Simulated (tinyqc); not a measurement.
Correlation length: interface roughness in a thin film (subband fluctuation and scattering).

Square well of width t, barriers V0, c = hbar^2/2m0: E1 solves k t + 2 atan[(k/mz)/(kappa/mb)] = pi, k = sqrt(mz E/c), kappa = sqrt(mb (V0 - E)/c). One interface is rough, so the subband edge fluctuates by G dt with G = |dE1/dt| (central difference of 0.01 angstrom; 2 E1/t for hard walls).

Gaussian roughness spectrum S(q) = pi D^2 Lc^2 exp(-q^2 Lc^2/4). Degenerate gas, taken to fill one subband (the second starts to fill once c kF^2/md exceeds E2 - E1, which is not tested here): kF = sqrt(2 pi Ns/gv), q = 2 kF sin(theta/2), 1/tau = (md/(2 pi c hbar)) G^2 times the integral from 0 to pi of S(q)(1 - cos theta)/eps(q)^2 dtheta, eps(q) = 1 + qs/q with screening (qs = gv md q0/(c eps), q0 = e^2/(4 pi eps0), form factors left out, which overstates the screening; other scattering is left out too, so these values lie far above measured mobilities in all but the thinnest films) or 1 without; mobility = tau c2/md with c2 = e/m0 = 1.75882e15 cm^2/(V s^2); 1e12/cm^2 = 1e-4/angstrom^2.

Constants: hbar^2/2m0 = 3.80998211 eV angstrom^2; hbar = 6.58211957e-16 eV s; e^2/(4 pi eps0) = 14.39964547 eV angstrom.

Inputs chosen for the exercise (near those of a thin Ge channel on (111), one valley; not measured data):
- t = 16 angstrom (film thickness)
- mz = 1.587 m0 (confinement mass)
- V0 = 2.14 eV (barrier)
- mb = 0.32 m0 (barrier mass)
- md = 0.081 m0 (mass in the plane)
- gv = 1 (valleys)
- D = 3.2 angstrom (rms height of the roughness)
- Ns = 2.7 x 1e12/cm^2 (sheet density)
- eps = 12 (mean dielectric constant at the channel)
- Ll = (4, 8, 14, 22, 35, 55, 90) angstrom (correlation lengths)

Fixed D; bare and screened mobility.

Results:

| Lc (angstrom) | kF Lc | bare mobility (cm^2/(V s)) | screened mobility (cm^2/(V s)) |
|---|---|---|---|
| 4 | 0.16 | 2.84e+04 | 5.39e+04 |
| 8 | 0.33 | 7.55e+03 | 1.44e+04 |
| 14 | 0.58 | 2.91e+03 | 5.57e+03 |
| 22 | 0.91 | 1.67e+03 | 3.26e+03 |
| 35 | 1.44 | 1.48e+03 | 3.09e+03 |
| 55 | 2.27 | 2.43e+03 | 6.36e+03 |
| 90 | 3.71 | 4.67e+03 | 1.93e+04 |

What does the comparison show?

The bare mobility is lowest at Lc = 35 angstrom of those listed (kF Lc = 1.44). The screened mobility is lowest at Lc = 35 angstrom of those listed (kF Lc = 1.44). Short roughness averages out (mobility as 1/Lc^2; the first two rows give exponent -1.91), and long roughness deflects only by small angles (bare mobility rising as Lc; the last two rows give 1.33).

Computed by tinyqc, a small Python program: `OMP_NUM_THREADS=1 python tinyqc.py 1250903 1250904 out.jsonl` (the numbers bound the seed that draws the inputs); one thread of a shared host (Intel(R) Xeon(R) Processor @ 2.30GHz), about 0.01 s for the whole set of steps.
